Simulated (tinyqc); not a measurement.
UKS/BLYP in the sto-3g basis, for BeH, spin multiplicity 2, step by step. One step of it, computed by the program tinyqc.

Problem. Iteration 2: building the Kohn-Sham matrix. J_ij = sum D_kl (ij|kl) with D = D(alpha) + D(beta); F = H + J + V_xc; E = tr D H + tr D J / 2 + E_xc + E_nn.

D(alpha) after iteration 1:
```
            1Be 1s     1Be 2s   1Be 2px   1Be 2py    1Be 2pz      2H 1s
1Be 1s    1.069121  -0.268737  0.000000  0.000000   0.058703   0.014973
1Be 2s   -0.268737   1.045593  0.000000  0.000000  -0.201981  -0.098552
1Be 2px   0.000000   0.000000  0.000000  0.000000   0.000000   0.000000
1Be 2py   0.000000   0.000000  0.000000  0.000000   0.000000   0.000000
1Be 2pz   0.058703  -0.201981  0.000000  0.000000   0.051593   0.127296
2H 1s     0.014973  -0.098552  0.000000  0.000000   0.127296   0.946024
```

D(beta) after iteration 1:
```
            1Be 1s    1Be 2s   1Be 2px   1Be 2py    1Be 2pz      2H 1s
1Be 1s    0.975334  0.042498  0.000000  0.000000  -0.002517  -0.045261
1Be 2s    0.042498  0.012995  0.000000  0.000000   0.008567   0.098819
1Be 2px   0.000000  0.000000  0.000000  0.000000   0.000000   0.000000
1Be 2py   0.000000  0.000000  0.000000  0.000000   0.000000   0.000000
1Be 2pz  -0.002517  0.008567  0.000000  0.000000   0.006763   0.078603
2H 1s    -0.045261  0.098819  0.000000  0.000000   0.078603   0.913778
```

core Hamiltonian H = T + V (hartree):
```
            1Be 1s     1Be 2s    1Be 2px    1Be 2py    1Be 2pz      2H 1s
1Be 1s   -8.100132  -1.992729   0.000000   0.000000  -0.006267  -0.064644
1Be 2s   -1.992729  -2.334382   0.000000   0.000000  -0.066581  -0.337320
1Be 2px   0.000000   0.000000  -1.852846   0.000000   0.000000   0.000000
1Be 2py   0.000000   0.000000   0.000000  -1.852846   0.000000   0.000000
1Be 2pz  -0.006267  -0.066581   0.000000   0.000000  -1.892939  -0.441101
2H 1s    -0.064644  -0.337320   0.000000   0.000000  -0.441101  -1.398565
```

Two-electron integrals (ij|kl) in chemists' order, unique and non-zero (hartree):
```
(11|11) 2.298831   (21|11) 0.392036   (21|21) 0.079539   (22|11) 0.570988
(22|21) 0.143041   (22|22) 0.417683   (31|31) 0.014607   (32|31) 0.021888
(32|32) 0.092265   (33|11) 0.569578   (33|21) 0.143083   (33|22) 0.417589
(33|33) 0.449859   (41|41) 0.014607   (42|41) 0.021888   (42|42) 0.092265
(43|43) 0.024249   (44|11) 0.569578   (44|21) 0.143083   (44|22) 0.417589
(44|33) 0.401360   (44|44) 0.449859   (51|51) 0.014607   (52|51) 0.021888
(52|52) 0.092265   (53|53) 0.024249   (54|54) 0.024249   (55|11) 0.569578
(55|21) 0.143083   (55|22) 0.417589   (55|33) 0.401360   (55|44) 0.401360
(55|55) 0.449859   (61|11) 0.012101   (61|21) 0.002467   (61|22) 0.004519
(61|33) 0.004485   (61|44) 0.004485   (61|51) 0.000257   (61|52) 0.000485
(61|55) 0.004588   (61|61) 0.000082   (62|11) 0.057949   (62|21) 0.014881
(62|22) 0.051472   (62|33) 0.049283   (62|44) 0.049283   (62|51) 0.001848
(62|52) 0.013928   (62|55) 0.055790   (62|61) 0.000522   (62|62) 0.013011
(63|31) 0.000911   (63|32) 0.005104   (63|53) 0.002032   (63|63) 0.000766
(64|41) 0.000911   (64|42) 0.005104   (64|54) 0.002032   (64|64) 0.000766
(65|11) 0.075220   (65|21) 0.019438   (65|22) 0.069300   (65|33) 0.065590
(65|44) 0.065590   (65|51) 0.002830   (65|52) 0.021163   (65|55) 0.076632
(65|61) 0.000694   (65|62) 0.019151   (65|65) 0.028433   (66|11) 0.232988
(66|21) 0.060458   (66|22) 0.230814   (66|33) 0.218503   (66|44) 0.218503
(66|51) 0.006251   (66|52) 0.064295   (66|55) 0.255050   (66|61) 0.002097
(66|62) 0.084112   (66|65) 0.128413   (66|66) 0.774606
```

nuclear repulsion = 0.93206026 hartree

V_xc(alpha) (hartree):
```
            1Be 1s     1Be 2s    1Be 2px    1Be 2py    1Be 2pz      2H 1s
1Be 1s   -1.499350  -0.211623   0.000000   0.000000   0.003563  -0.006444
1Be 2s   -0.211623  -0.288399   0.000000   0.000000   0.021256  -0.052557
1Be 2px   0.000000   0.000000  -0.281263   0.000000   0.000000   0.000000
1Be 2py   0.000000   0.000000   0.000000  -0.281263   0.000000   0.000000
1Be 2pz   0.003563   0.021256   0.000000   0.000000  -0.292931  -0.077754
2H 1s    -0.006444  -0.052557   0.000000   0.000000  -0.077754  -0.516895
```

V_xc(beta) (hartree):
```
            1Be 1s     1Be 2s    1Be 2px    1Be 2py    1Be 2pz      2H 1s
1Be 1s   -1.480673  -0.210301   0.000000   0.000000   0.000429  -0.006446
1Be 2s   -0.210301  -0.219273   0.000000   0.000000  -0.013062  -0.051327
1Be 2px   0.000000   0.000000  -0.212015   0.000000   0.000000   0.000000
1Be 2py   0.000000   0.000000   0.000000  -0.212015   0.000000   0.000000
1Be 2pz   0.000429  -0.013062   0.000000   0.000000  -0.229814  -0.077385
2H 1s    -0.006446  -0.051327   0.000000   0.000000  -0.077385  -0.514668
```

E_xc = sum of w rho eps_xc = -3.34819397 hartree

Give: Coulomb J; F(alpha); F(beta); total energy of this density.

Solution.

Coulomb J (hartree):
```
         1Be 1s  1Be 2s  1Be 2px  1Be 2py  1Be 2pz  2H 1s
1Be 1s    5.624   1.046    0.000    0.000    0.006  0.033
1Be 2s    1.046   2.027    0.000    0.000    0.095  0.329
1Be 2px   0.000   0.000    1.998    0.000    0.000  0.000
1Be 2py   0.000   0.000    0.000    1.998    0.000  0.000
1Be 2pz   0.006   0.095    0.000    0.000    2.074  0.465
2H 1s     0.033   0.329    0.000    0.000    0.465  2.177
```

F(alpha) (hartree):
```
         1Be 1s  1Be 2s  1Be 2px  1Be 2py  1Be 2pz   2H 1s
1Be 1s   -3.976  -1.159    0.000    0.000    0.003  -0.038
1Be 2s   -1.159  -0.596    0.000    0.000    0.050  -0.061
1Be 2px   0.000   0.000   -0.136    0.000    0.000   0.000
1Be 2py   0.000   0.000    0.000   -0.136    0.000   0.000
1Be 2pz   0.003   0.050    0.000    0.000   -0.112  -0.053
2H 1s    -0.038  -0.061    0.000    0.000   -0.053   0.262
```

F(beta) (hartree):
```
         1Be 1s  1Be 2s  1Be 2px  1Be 2py  1Be 2pz   2H 1s
1Be 1s   -3.957  -1.157    0.000    0.000    0.000  -0.038
1Be 2s   -1.157  -0.527    0.000    0.000    0.015  -0.060
1Be 2px   0.000   0.000   -0.067    0.000    0.000   0.000
1Be 2py   0.000   0.000    0.000   -0.067    0.000   0.000
1Be 2pz   0.000   0.015    0.000    0.000   -0.049  -0.053
2H 1s    -0.038  -0.060    0.000    0.000   -0.053   0.264
```

total energy of this density = -14.66324 hartree
